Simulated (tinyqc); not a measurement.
Worked calculation: plane-wave Kohn-Sham cycle with exchange-only LDA in a layered model solid. Computed by tinyqc, a small Python program that keeps every step. Settings: points = 16, plane-wave index or count = 3, electrons = 2, k points = 1, area = 17.0, mixing = 0.3, iteration cap = 61. Command: `OMP_NUM_THREADS=1 python tinyqc.py 27272 27273 out.jsonl` (the two numbers bound the seeds that draw the settings). One thread of a shared host (Intel(R) Xeon(R) Processor @ 2.60GHz), about 0.01 s of CPU time with the checks. Later iterations appear only in the table of the cycle.

## Iteration 1: potential

A solid whose potential varies along x alone (atomic units):
```
parameter,value
period a,8.000000
cross-section of the cell,17.000000
electrons per cell,2
grid points,16
"plane waves -n..n, n",3
k points,1
V1 in V1 cos(2 pi x/a),-0.140000
```

density at the start, on the grid x_j = j a/N (e/bohr^3): 0.01470588  0.01470588  0.01470588  0.01470588  0.01470588  0.01470588  0.01470588  0.01470588  0.01470588  0.01470588  0.01470588  0.01470588  0.01470588  0.01470588  0.01470588  0.01470588

V_H(G) = 4 pi rho(G)/G^2 for G != 0 (uniform background); v_x = -(3 rho/pi)^(1/3); V = V_ext + V_H + v_x; Fourier components f(G_m) = (1/N) sum_j f(x_j) exp(-i G_m x_j).

Potentials on the grid (hartree):
```
x,V_ext,V_H,v_x,V
0.000000,-0.140000,0.000000,-0.241261,-0.381261
0.500000,-0.129343,0.000000,-0.241261,-0.370604
1.000000,-0.098995,0.000000,-0.241261,-0.340256
1.500000,-0.053576,0.000000,-0.241261,-0.294837
2.000000,0,0.000000,-0.241261,-0.241261
2.500000,0.053576,0.000000,-0.241261,-0.187686
3.000000,0.098995,0.000000,-0.241261,-0.142266
3.500000,0.129343,0.000000,-0.241261,-0.111918
4.000000,0.140000,0.000000,-0.241261,-0.101261
4.500000,0.129343,0.000000,-0.241261,-0.111918
5.000000,0.098995,0.000000,-0.241261,-0.142266
5.500000,0.053576,0.000000,-0.241261,-0.187686
6.000000,0,0.000000,-0.241261,-0.241261
6.500000,-0.053576,0.000000,-0.241261,-0.294837
7.000000,-0.098995,0.000000,-0.241261,-0.340256
7.500000,-0.129343,0.000000,-0.241261,-0.370604
```

V(G_m), m = 0, 1, 2, ... (hartree): -0.241261  -0.070000  0.000000  0.000000  0.000000  0.000000  0.000000

## Iteration 1: Hamiltonian at one k

k = 0.000000 2 pi / a

H(m,m') = (k + G_m)^2/2 delta + V(G_m - G_m'), with V(-G) = V(G).

H (hartree), lower triangle:
```
,-3,-2,-1,+0,+1,+2,+3
-3,2.534565
-2,-0.070000,0.992439
-1,0.000000,-0.070000,0.067164
+0,0.000000,0.000000,-0.070000,-0.241261
+1,0.000000,0.000000,0.000000,-0.070000,0.067164
+2,0.000000,0.000000,0.000000,0.000000,-0.070000,0.992439
+3,0.000000,0.000000,0.000000,0.000000,0.000000,-0.070000,2.534565
```

## Iteration 1: levels at that k

Diagonalise the Hermitian matrix.

eigenvalues (hartree): -0.270612  0.061887  0.091193  0.994541  0.994587  2.537740  2.537740

## Iteration 1: new density

Motion across x is left out: the lowest 1 band(s) hold two electrons at each of the k points (j + 1/2)/nk - 1/2. Residual R = rho(out) - rho(in); rho(new) = rho(in) + 0.3 R. rho(out) = 2/(a A nk) sum |psi|^2 with psi = sum c exp(i G x). Harris energy E = band energy - dV sum rho (V_H/2 + v_x) + (3/4) dV sum rho v_x with rho(in), dV = a A/N, band energy = (2/nk) sum of the filled levels.

rho(out) (e/bohr^3): 0.02814584  0.02664169  0.02270148  0.01767012  0.01289260  0.00916746  0.00669639  0.00534426  0.00492028  0.00534426  0.00669639  0.00916746  0.01289260  0.01767012  0.02270148  0.02664169

density after iteration 1 (e/bohr^3): 0.01873787  0.01828663  0.01710456  0.01559515  0.01416190  0.01304436  0.01230303  0.01189740  0.01177020  0.01189740  0.01230303  0.01304436  0.01416190  0.01559515  0.01710456  0.01828663

energy per cell = -0.42059357 hartree

## Iteration 2: potential

As before.

Potentials on the grid (hartree):
```
x,V_ext,V_H,v_x,V
0.000000,-0.140000,0.072953,-0.261556,-0.328602
0.500000,-0.129343,0.066740,-0.259439,-0.322042
1.000000,-0.098995,0.049473,-0.253724,-0.303246
1.500000,-0.053576,0.024755,-0.246029,-0.274850
2.000000,0,-0.002778,-0.238249,-0.241027
2.500000,0.053576,-0.028688,-0.231810,-0.206922
3.000000,0.098995,-0.049478,-0.227332,-0.177816
3.500000,0.129343,-0.062807,-0.224806,-0.158270
4.000000,0.140000,-0.067386,-0.224002,-0.151388
4.500000,0.129343,-0.062807,-0.224806,-0.158270
5.000000,0.098995,-0.049478,-0.227332,-0.177816
5.500000,0.053576,-0.028688,-0.231810,-0.206922
6.000000,0,-0.002778,-0.238249,-0.241027
6.500000,-0.053576,0.024755,-0.246029,-0.274850
7.000000,-0.098995,0.049473,-0.253724,-0.303246
7.500000,-0.129343,0.066740,-0.259439,-0.322042
```

V(G_m), m = 0, 1, 2, ... (hartree): -0.240521  -0.044325  0.000258  0.000021  0.000005  0.000000  0.000000

## Iteration 2: Hamiltonian at one k

k = 0.000000 2 pi / a

As before.

H (hartree), lower triangle:
```
,-3,-2,-1,+0,+1,+2,+3
-3,2.535305
-2,-0.044325,0.993180
-1,0.000258,-0.044325,0.067904
+0,0.000021,0.000258,-0.044325,-0.240521
+1,0.000005,0.000021,0.000258,-0.044325,0.067904
+2,0.000000,0.000005,0.000021,0.000258,-0.044325,0.993180
+3,0.000000,0.000000,0.000005,0.000021,0.000258,-0.044325,2.535305
```

## Iteration 2: levels at that k

As before.

eigenvalues (hartree): -0.252818  0.065525  0.078332  0.994022  0.994038  2.536579  2.536579

## Iteration 2: new density

As before.

rho(out) (e/bohr^3): 0.02345633  0.02259114  0.02025948  0.01711512  0.01389355  0.01114632  0.00915016  0.00797094  0.00758435  0.00797094  0.00915016  0.01114632  0.01389355  0.01711512  0.02025948  0.02259114

density after iteration 2 (e/bohr^3): 0.02015341  0.01957798  0.01805104  0.01605114  0.01408139  0.01247495  0.01135717  0.01071946  0.01051445  0.01071946  0.01135717  0.01247495  0.01408139  0.01605114  0.01805104  0.01957798

energy per cell = -0.39250630 hartree

## Convergence

Stop when sqrt(dV sum R^2) is below 1e-8, dV = a A/N.

Course of the cycle:
```
iteration,E (hartree),norm of the residual
1,-0.42059357,9.57e-02
2,-0.39250630,3.68e-02
3,-0.38847361,1.24e-02
4,-0.38802956,4.33e-03
5,-0.38798493,1.90e-03
6,-0.38798075,1.13e-03
7,-0.38798047,7.74e-04
8,-0.38798050,5.44e-04
9,-0.38798054,3.84e-04
10,-0.38798055,2.70e-04
11,-0.38798056,1.90e-04
...,...,...
30,-0.38798057,2.38e-07
31,-0.38798057,1.67e-07
32,-0.38798057,1.18e-07
33,-0.38798057,8.27e-08
34,-0.38798057,5.82e-08
35,-0.38798057,4.09e-08
36,-0.38798057,2.88e-08
37,-0.38798057,2.02e-08
38,-0.38798057,1.42e-08
39,-0.38798057,1.00e-08
40,-0.38798057,7.05e-09
```

Converged in 40 iterations. Before convergence this energy mixes input and output and is not variational, so it may rise towards its limit.
